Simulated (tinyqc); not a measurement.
Cyclotron masses against the field direction: averaged masses of warped heavy- and light-hole bands.

Four-band hole energies E = c k^2 f(u), c = hbar^2/2m0, f = g1 -/+ 2 sqrt(g2^2 + 3 (g3^2 - g2^2) s), s = ux^2 uy^2 + uy^2 uz^2 + uz^2 ux^2 for the unit vector u; minus for heavy, plus for light holes; the mass along u is 1/f.

Inputs chosen for the exercise (out of a larger set: near those of Si; not measured data):
- g1 = 4.28 (Luttinger gamma1)
- g2 = 0.34 (gamma2)
- g3 = 1.45 (gamma3)

For the central orbit m_cyc is the mean of 1/f(u) over the directions u normal to B (360 points on the circle). B lies in the (1-10) plane at the angle from [001]; 54.7 degrees is [111], 90 is [110].

Masses (m0):
```
angle (degrees)   heavy   light
0.0              0.4194  0.1679
15.0             0.4480  0.1621
45.0             0.5644  0.1478
54.7             0.5729  0.1467
70.0             0.5627  0.1490
90.0             0.5495  0.1544
```

Give the missing row, angle (degrees) = 30.0.

Computed row:
```
angle (degrees)   heavy   light
30.0             0.5131  0.1532
```

The heavy mass is smallest at 0 and largest at 54.7 degrees of the angles listed, a spread of 37 %; the light mass varies by 14.4 %. The orbit normal to [001] has s between 0 and 1/4, the orbit normal to [111] has s = 1/4 all round, which gives 1/(g1 - sqrt(g2^2 + 3 g3^2)) = 0.5729. This is the classical limit; low Landau levels of holes depart from it.

(tinyqc, `OMP_NUM_THREADS=1 python tinyqc.py 1050576 1050577 out.jsonl`, Intel(R) Xeon(R) Processor @ 2.30GHz, 1 thread, shared host, about 0.02 s.)
